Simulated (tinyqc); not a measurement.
Capture times from two lifetimes.

Problem. For a deep trap (n1 and p1 negligible) in n-type material tau_SRH = tp0 + tn0 dn/(N + dn). Find tn0, tp0 and the ratio sn/sp for equal thermal velocities.

Values chosen for this exercise: donor density N = 1.3e14 cm^-3.

tau_SRH at dn = 6e12 and 4e14 cm^-3 (s): [9.0815273e-5, 1.4068189e-4]

Answer. tau_SRH is a straight line in dn/(N + dn): the intercept is the capture time of the minority carrier and the slope that of the majority carrier.

tn0 = 7.02e-5 s
tp0 = 8.77e-5 s
sn/sp = 1.25

Program tinyqc, `OMP_NUM_THREADS=1 python tinyqc.py 2300007 2300008 out.jsonl`; Intel Xeon 2.30GHz, shared host, one thread, about 0.01 s.
